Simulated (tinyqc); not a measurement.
Defect, radiative and Auger recombination at equal electron and hole densities (ABC model): sweeps and comparisons. A value that a table varies takes the place of the one given here.

J/(e d) = Ae n + B n^2 + C n^3 with Ae = A + 4 S/w (four side walls, carriers spread evenly), e = 1.602176634e-19 C, lengths in cm; internal efficiency IQE = B n^2/(Ae n + B n^2 + C n^3); all injected carriers recombine in the layer.

Parameters, chosen for this exercise (orders of magnitude like those quoted for Si; shifted at random, so the results belong to these values and not to a real crystal):
```
symbol  value    unit        meaning
A       26000    1/s         defect rate
B       6.5e-15  cm^3/s      radiative coefficient
C       5.1e-31  cm^6/s      Auger coefficient
S       0        cm/s        recombination velocity of the side walls
w       2400     micrometre  side of the square mesa
d       91000    nm          active thickness
S2      0.91     cm/s        recombination velocity of the side walls in this comparison
J       8.8      A/cm^2      current density
```

## Efficiency against current

The slope is d ln(B n^2)/d ln J = 2 (Ae + B n + C n^2)/(Ae + 2 B n + 3 C n^2).

Results:
```
J (A/cm^2)  n (1/cm^3)       IQE  slope  differential lifetime (ns)
0.020         5.28e+14  0.000132  2.000                    3.85e+04
0.070         1.85e+15  0.000461  1.999                    3.84e+04
0.30          7.89e+15   0.00197  1.991                    3.82e+04
1.0           2.59e+16   0.00634  1.938                    3.65e+04
4.0           8.95e+16    0.0190  1.556                    2.54e+04
20            2.40e+17    0.0274  0.970                    8.50e+03
70            4.14e+17    0.0232  0.791                    3.41e+03
3.0e+02       7.12e+17    0.0160  0.713                    1.23e+03
1.0e+03       1.08e+18    0.0111  0.688                         544
4.0e+03       1.74e+18   0.00716  0.676                         214
```

IQE peaks at 0.0274 for J = 17.6 A/cm^2, where the slope passes 1. It is 0.000132 at the lowest current and 0.00716 at the highest, a droop of 74 %. The slope runs from 2.00 to 0.68; its limits are 2 (defects alone), 1 (radiation alone) and 2/3 (Auger alone).

## Shrinking the mesa

S = S2; w takes the values listed.

Results:
```
w (micrometre)  Ae (1/s)  IQE_max  J at the peak (A/cm^2)  IQE at J
200             2.62e+04   0.0274                    17.8    0.0255
100             2.64e+04   0.0273                    18.0    0.0253
50              2.67e+04   0.0271                    18.3    0.0250
20              2.78e+04   0.0266                    19.5    0.0242
10              2.96e+04   0.0258                    21.4    0.0229
5               3.33e+04   0.0243                    25.4    0.0204
2               4.42e+04   0.0212                    38.8    0.0146
1               6.24e+04   0.0179                    64.8   0.00871
```

The walls equal the bulk defect rate at w = 4 S/A = 1.4 micrometre. From 200 to 1 micrometre the peak efficiency falls from 0.0274 to 0.0179 and moves to a current 3.64 times higher; at the fixed J the efficiency goes from 0.0255 to 0.00871. For large w diffusion to the walls, left out here, would limit the loss. Rows with w below the thickness of the layer describe needles rather than mesas and are formal.

## Spreading the carriers over a thicker layer

d is multiplied by the factor listed, at the same J.

Results:
```
factor  n (1/cm^3)  defect  radiative    Auger
0.10      4.53e+17   0.195     0.0221    0.783
0.20      3.43e+17   0.295     0.0253    0.680
0.50      2.26e+17   0.486     0.0274    0.486
1.0       1.54e+17   0.664     0.0256    0.310
2.0       9.63e+16   0.829     0.0200    0.151
5.0       4.42e+16   0.953     0.0105   0.0366
10        2.28e+16   0.984    0.00562   0.0101
20        1.15e+16   0.995    0.00287  0.00260
```

The best factor listed is 0.5 (IQE 0.0274); the optimum factor equals J/J_peak = 0.5, a layer of 4.55e+04 nm, since only J/d matters and the peak value 0.0274 does not depend on d. A thicker layer trades Auger loss (0.783 to 0.0026) for defect loss (0.195 to 0.995).

## What moves the efficiency

IQE_max = Q/(Q + 2) with Q = B/sqrt(Ae C), reached at n = sqrt(Ae/C). Each row changes one parameter from the base and keeps the others.

Results:
```
case                 n (1/cm^3)      IQE  IQE_max  J at the peak (A/cm^2)
base                  1.542e+17  0.02562  0.02745                    17.6
A = 52000 1/s         1.038e+17  0.01160  0.01957                    49.4
B = 9.75e-15 cm^3/s   1.530e+17  0.03784  0.04062                    17.8
C = 1.02e-30 cm^6/s   1.338e+17  0.01927  0.01957                    12.3
d = 182000 nm         9.626e+16  0.01996  0.02745                    35.2
J = 26.4 A/cm^2       2.740e+17  0.02696  0.02745                    17.6
```

The largest shifts from the base row, up to three for each result and ties (the steps differ in size, so this ranks the rows, not the parameters). n (1/cm^3): J +1.20e+17, d -5.80e+16, A -5.05e+16. IQE: A -0.0140, B +0.0122, C -0.00635. IQE_max: B +0.0132, A -0.00788, C -0.00788; unchanged at the printed digits by d and J. J at the peak (A/cm^2): A +31.8, d +17.6, C -5.26; unchanged at the printed digits by J.

Computed by tinyqc, a small Python program: `OMP_NUM_THREADS=1 python tinyqc.py 1682363 1682364 out.jsonl` (the numbers bound the seed that draws the inputs); one thread of a shared host (Intel(R) Xeon(R) Processor @ 2.30GHz), about 0.01 s for the whole set of steps.
